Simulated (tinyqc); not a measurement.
Worked calculation: geometry relaxation of a small cluster. Computed by tinyqc, a small Python program that keeps every step. Command: `OMP_NUM_THREADS=1 python tinyqc.py 3016297 3016298 out.jsonl relax walk`. One thread of a shared host (Intel(R) Xeon(R) Processor @ 2.30GHz), about 0.05 s of CPU time with the checks. Intermediate numbers are printed to about 6 digits and carried at full precision; extremes and crossings named in words are read from the listed rows.

E = sum_i {sum_j A exp(-p (r_ij/r0 - 1)) - xi sqrt(rho_i)}, rho_i = sum_j exp(-2 q (r_ij/r0 - 1)); the force on i is -sum_j w_ij (R_i - R_j)/r_ij with w_ij = -(2p/r0) A exp(-p (r_ij/r0 - 1)) + (xi q/r0) exp(-2 q (r_ij/r0 - 1)) (rho_i^(-1/2) + rho_j^(-1/2)).

Inputs (values chosen for the exercise, for model atoms):

| quantity | value | unit |
|---|---|---|
| length r0 | 2.77 | angstrom |
| repulsion A | 0.094 | eV |
| hopping xi | 1.1 | eV |
| decay p | 10.6 | - |
| decay q | 3.15 | - |
| step factor eta | 0.018 | angstrom^2/eV |
| largest number of steps | 500 | - |

Potential: Gupta. Method: steepest descent.

starting positions (angstrom):
```
           x     y      z
atom 1  0.08  0.22   0.15
atom 2  2.95  0.18  -0.08
atom 3  1.28   2.2  -0.44
atom 4   1.3  0.36   2.21
atom 5   1.3  0.52  -2.21
```

## Energy and forces at the start

Evaluate E and the forces at the starting positions.

distances (angstrom): 1-2 2.87948, 1-3 2.38925, 1-4 2.39825, 1-5 2.67357, 2-3 2.64554, 2-4 2.82825, 2-5 2.71570, 3-4 3.22622, 3-5 2.44043, 4-5 4.42289

energy at the start = -8.87447 eV

forces (eV/angstrom):
```
               x         y         z
atom 1  -0.02239  -0.60921  -0.38140
atom 2  -1.19699   0.35045   0.05086
atom 3   0.58167   0.36088   0.26191
atom 4   0.47893   0.14887  -0.42709
atom 5   0.15878  -0.25099   0.49572
```

## The first two steps

Steepest descent: R(new) = R + eta F. No atom moves more than 0.3 angstrom a step (the whole step is scaled). Stop when the largest force component is below 1e-5 eV/angstrom.

positions after step 1 (angstrom):
```
              x        y         z
atom 1  0.07960  0.20903   0.14313
atom 2  2.92845  0.18631  -0.07908
atom 3  1.29047  2.20650  -0.43529
atom 4  1.30862  0.36268   2.20231
atom 5  1.30286  0.51548  -2.20108
```

energy after step 1 = -8.93313 eV

positions after step 2 (angstrom):
```
              x        y         z
atom 1  0.08012  0.19977   0.13632
atom 2  2.90812  0.19191  -0.07777
atom 3  1.29941  2.21166  -0.43025
atom 4  1.31691  0.36543   2.19433
atom 5  1.30544  0.51124  -2.19263
```

energy after step 2 = -8.98397 eV

## All steps

The formulas are those given above.

Course of the relaxation:

| step | E (eV) | largest force (eV/angstrom) | force calls |
|---|---|---|---|
| 0 | -8.87447 | 1.19699e+00 | 1 |
| 1 | -8.93313 | 1.12966e+00 | 2 |
| 2 | -8.98397 | 1.05502e+00 | 3 |
| 3 | -9.02823 | 9.76106e-01 | 4 |
| 4 | -9.06665 | 8.95550e-01 | 5 |
| 5 | -9.09991 | 8.15576e-01 | 6 |
| 6 | -9.12859 | 7.37939e-01 | 7 |
| 7 | -9.15326 | 6.63917e-01 | 8 |
| 8 | -9.17445 | 5.94351e-01 | 9 |
| ... | ... | ... | ... |
| 405 | -9.47098 | 1.24997e-05 | 406 |
| 406 | -9.47098 | 1.21429e-05 | 407 |
| 407 | -9.47098 | 1.17964e-05 | 408 |
| 408 | -9.47098 | 1.14597e-05 | 409 |
| 409 | -9.47098 | 1.11326e-05 | 410 |
| 410 | -9.47098 | 1.08148e-05 | 411 |
| 411 | -9.47098 | 1.05061e-05 | 412 |
| 412 | -9.47098 | 1.02063e-05 | 413 |
| 413 | -9.47098 | 9.91495e-06 | 414 |

final positions (angstrom):
```
              x         y         z
atom 1  0.11474  -0.08326  -0.01577
atom 2  2.69169  -0.01199  -0.07907
atom 3  1.33957   2.18326  -0.12716
atom 4  1.43010   0.77035   1.96778
atom 5  1.33390   0.62164  -2.11578
```

final energy = -9.47098 eV

steps = 413

largest force at the end = 9.91495e-06 eV/angstrom

Converged in 413 steps.

## Curvatures at the end

Hessian at the final positions by central differences of the forces; six eigenvalues vanish (translations and rotations). Steepest descent is stable for eta below 2/lambda_max and contracts the softest mode by 1 - eta lambda_min a step.

non-zero eigenvalues (eV/angstrom^2): 1.5857  1.5858  4.0632  5.2407  5.2409  6.6658  6.6660  12.8113  18.7234

condition number = 11.8077

largest stable eta = 0.106818 angstrom^2/eV

contraction of the softest mode = 0.971457

All are positive, so the end point is a minimum.

## Four methods from the same start

Conjugate gradient (Polak-Ribiere): d = F + beta d(old), beta = max(0, F.(F - F(old))/|F(old)|^2), d = F at first; step length from one secant, s = eta (F.d)/(F.d - F(R + eta d).d), replaced by eta if that is not positive; R(new) = R + s d. BFGS: R(new) = R + B F with the inverse Hessian B = eta 1 at first; with s = R(new) - R, y = F - F(new), rho = 1/(y.s): B(new) = (1 - rho s y^T) B (1 - rho y s^T) + rho s s^T, skipped if y.s is not positive. FIRE with unit mass: if F.v > 0, v = (1 - a) v + a |v| F/|F|, and after more than 5 such steps in a row dt = min(1.1 dt, 5 dt0), a = 0.99 a; else v = 0, a = 0.1, and dt = dt/2 (not at the first step). Then v = v + dt F, R(new) = R + dt v. dt0 = sqrt(eta), a = 0.1 at first. In this comparison each method may take up to 1500 steps.

Cost:

| method | steps | force calls | final E (eV) | calls to reach 1e-2 |
|---|---|---|---|---|
| steepest descent | 413 | 414 | -9.47098 | 174 |
| conjugate gradient | 25 | 51 | -9.47098 | 31 |
| BFGS | 40 | 41 | -9.47098 | 28 |
| FIRE | 114 | 115 | -9.47098 | 50 |

In force calls the order is BFGS (41), conjugate gradient (51), FIRE (115), steepest descent (414). All that converged end at the same energy. Near the minimum steepest descent multiplies the slowest mode by 0.971 in size a step, 80 steps a decade of force, at a condition number of 11.8. It is the dearest here: the others use earlier steps to learn the curvature or to build momentum along soft directions.

Checks made by the program: forces against finite differences of E (relative difference 5e-10).
